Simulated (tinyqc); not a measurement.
Worked calculation: Born-Oppenheimer dynamics on the RHF/6-31g surface (energies and gradients from PySCF), for H4, spin multiplicity 1. Computed by tinyqc, a small Python program that keeps every step (integrals from PySCF). Settings: charge = 0, multiplicity = 1, basis = 6-31g, time step (fs) = 1.0, steps = 24. Command: `OMP_NUM_THREADS=1 python tinyqc.py 21571 21572 out.jsonl` (the two numbers bound the seeds that draw the settings). One thread of a shared host (Intel(R) Xeon(R) Processor @ 2.60GHz), about 1 s of CPU time with the checks.

positions (bohr):
```
            x          y          z
1H  -0.022677   0.013228  -0.052912
2H  -0.001890  -0.007559   1.623275
3H   0.083148  -0.003779   3.358043
4H   0.009449  -0.018897   5.051238
```

The total energy should stay constant up to terms of order dt^2; the step counts as short enough if it moves by less than 2 % of the largest kinetic energy.

Trajectory:

| time (fs) | 1H-2H (angstrom) | potential (hartree) | kinetic (hartree) | total (hartree) |
|---|---|---|---|---|
| 0.000000 | 0.887136 | -2.17889371 | 0.00024140 | -2.17865231 |
| 1.000000 | 0.836586 | -2.19975541 | 0.01918253 | -2.18057287 |
| 2.000000 | 0.708778 | -2.22809284 | 0.04182493 | -2.18626791 |
| 3.000000 | 0.584757 | -2.19539440 | 0.01826281 | -2.17713159 |
| 4.000000 | 0.636886 | -2.22461354 | 0.03723982 | -2.18737372 |
| 5.000000 | 0.779448 | -2.23900334 | 0.05370069 | -2.18530265 |
| 6.000000 | 0.883331 | -2.21773984 | 0.03578845 | -2.18195139 |
| 7.000000 | 0.908805 | -2.21193965 | 0.03045843 | -2.18148123 |
| 8.000000 | 0.850801 | -2.23071615 | 0.04798705 | -2.18272909 |
| 9.000000 | 0.726481 | -2.25148732 | 0.06448015 | -2.18700717 |
| 10.000000 | 0.603295 | -2.22211819 | 0.04038845 | -2.18172973 |
| 11.000000 | 0.630099 | -2.23183845 | 0.04635225 | -2.18548619 |
| 12.000000 | 0.764042 | -2.25180581 | 0.06516838 | -2.18663743 |
| 13.000000 | 0.874044 | -2.23014575 | 0.04719058 | -2.18295516 |
| 14.000000 | 0.912292 | -2.21752952 | 0.03541590 | -2.18211362 |
| 15.000000 | 0.869082 | -2.22942385 | 0.04653832 | -2.18288553 |
| 16.000000 | 0.755826 | -2.25164578 | 0.06526697 | -2.18637881 |
| 17.000000 | 0.624243 | -2.23500764 | 0.04893031 | -2.18607733 |
| 18.000000 | 0.609125 | -2.22105061 | 0.04059409 | -2.18045651 |
| 19.000000 | 0.734783 | -2.25356748 | 0.06669154 | -2.18687594 |
| 20.000000 | 0.856812 | -2.23564992 | 0.05312946 | -2.18252046 |
| 21.000000 | 0.912884 | -2.21778116 | 0.03660391 | -2.18117725 |
| 22.000000 | 0.887682 | -2.22387281 | 0.04233483 | -2.18153798 |
| 23.000000 | 0.787357 | -2.24715923 | 0.06291387 | -2.18424536 |
| 24.000000 | 0.650374 | -2.24506020 | 0.05771826 | -2.18734194 |

Is the time step short enough?

No. The total energy moves within 1.0e-02 hartree; that is over 2 % of the largest kinetic energy, so the time step is too long.
